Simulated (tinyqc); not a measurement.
Thin-film resistivity, exact integral against the thick limit.

Fuchs-Sondheimer for a film of thickness d, k = d/lam: rho0/rho = 1 - (3 (1 - ps)/(2 k)) int_1^infinity (t^-3 - t^-5)(1 - exp(-k t))/(1 - ps exp(-k t)) dt; thick limit rho/rho0 = 1 + 3 (1 - ps)/(8 k).

Parameters, values chosen for the exercise; metal values close to those of copper: bulk resistivity rho0 = 1.72 uohm cm; bulk mean free path lam = 38.8 nm; specular share of surface scattering ps = 0.

Result of one run:

| k | rho/rho0, exact | thick limit | error of the limit (%) | rho (uohm cm) |
|---|---|---|---|---|
| 0.36082 | 2.2404 | 2.0393 | -8.98 | 3.8535 |

Which film thickness d gave this result: 3.8, 7.3, 14, 53 or 200 nm?

d = 14 nm.

The whole series:

| d (nm) | k | rho/rho0, exact | thick limit | error of the limit (%) | rho (uohm cm) |
|---|---|---|---|---|---|
| 1.9 | 0.048969 | 7.8445 | 8.6579 | 10.4 | 13.492 |
| 3.8 | 0.097938 | 4.8483 | 4.8289 | -0.398 | 8.3390 |
| 7.3 | 0.18814 | 3.2098 | 2.9932 | -6.75 | 5.5209 |
| 14 | 0.36082 | 2.2404 | 2.0393 | -8.98 | 3.8535 |
| 27 | 0.69588 | 1.6660 | 1.5389 | -7.63 | 2.8655 |
| 53 | 1.3660 | 1.3335 | 1.2745 | -4.42 | 2.2936 |
| 100 | 2.5773 | 1.1671 | 1.1455 | -1.85 | 2.0075 |
| 200 | 5.1546 | 1.0784 | 1.0728 | -0.525 | 1.8549 |
| 390 | 10.052 | 1.0388 | 1.0373 | -0.139 | 1.7867 |

rho/rho0 falls from 7.84 to 1.04. The error of the thick limit goes from 10 through a minimum of -9.0 (at d = 14 nm among the rows listed) to -0.14 %; it stays within 5 % for k of 1.366 and above among the rows listed. The change of sign at small k is a crossing of two different laws, not agreement.

Program tinyqc, `OMP_NUM_THREADS=1 python tinyqc.py 2100116 2100117 out.jsonl`; Intel Xeon 2.30GHz, shared host, one thread, about 0.01 s.
